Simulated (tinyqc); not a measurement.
From results back to parameters: Fermi-Dirac statistics of conduction electrons. Three cases, with inputs chosen for the exercise.

Problem. At zero temperature k_F = (3 pi^2 n)^(1/3) and E_F (1 + alpha E_F) = c k_F^2/m, c = hbar^2/2m0, m the density-of-states mass. The Fermi energies at two densities were computed from hidden m and alpha.

Constants: hbar^2/2m0 = 3.80998211 eV angstrom^2.

Find: k_F at nA and nB; m; alpha.

Method. c k^2 (1/m) - E^2 alpha = E is linear in 1/m and alpha; two densities give two equations.

Case 1.

Values chosen (out of a larger set: near those of GaAs, lowest valleys alone; not measured data): nA = 7e+18 1/cm^3; nB = 2e+19 1/cm^3.

E_F at nA = 0.179502 eV
E_F at nB = 0.333257 eV

Solution.

k_F at nA and nB (1/angstrom): 0.05918  0.08398

m = 0.0670 m0
alpha = 0.61 1/eV

Case 2.

Values chosen (out of a larger set: near those of Si, lowest valleys alone; not measured data): nA = 7e+20 1/cm^3; nB = 2e+21 1/cm^3.

E_F at nA = 0.232255 eV
E_F at nB = 0.428087 eV

Solution.

k_F at nA and nB (1/angstrom): 0.27469  0.38978

m = 1.10 m0
alpha = 0.53 1/eV

Case 3.

Values chosen (out of a larger set: near those of GaN, lowest valleys alone; not measured data): nA = 2e+19 1/cm^3; nB = 6e+19 1/cm^3.

E_F at nA = 0.125121 eV
E_F at nB = 0.254469 eV

Solution.

k_F at nA and nB (1/angstrom): 0.08398  0.12111

m = 0.210 m0
alpha = 0.18 1/eV

Computed by tinyqc, one run a case: `OMP_NUM_THREADS=1 python tinyqc.py N N+1 out.jsonl` with N = 1682077, 1682102, 1682106; one thread of a shared Intel(R) Xeon(R) Processor @ 2.30GHz, about 0.01 s a run at most.
